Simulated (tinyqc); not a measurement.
Grain-boundary trapping model (Seto) of a polycrystalline semiconductor film: one step, computed by the program tinyqc.

Grains of equal size L are joined by thin boundaries with one trap level. Trapped carriers deplete a width W on each side and raise a barrier, crossed by thermionic emission. Dopants are fully ionised, statistics are non-degenerate and mu_g does not depend on T.

Task: Critical doping. If all traps fill, the grain is just depleted at N* = Q_t/L, with the barrier e Q_t L/(8 eps eps_0).

Inputs (values chosen for the exercise, modelled on polycrystalline ZnO): permittivity eps = 8.3; grain size L = 100 nm; trap density Q_t = 2.4e+12 1/cm^2.

Grain interior: resistance included.

Constants: e = 1.602176634e-19 C; eps_0 = 8.8541878128e-12 F/m; k_B = 8.617333262e-05 eV/K.

Give: N*; barrier at N* with all traps filled.

Result:

N* = 2.40e+17 1/cm^3

barrier at N* with all traps filled = 0.6540 V
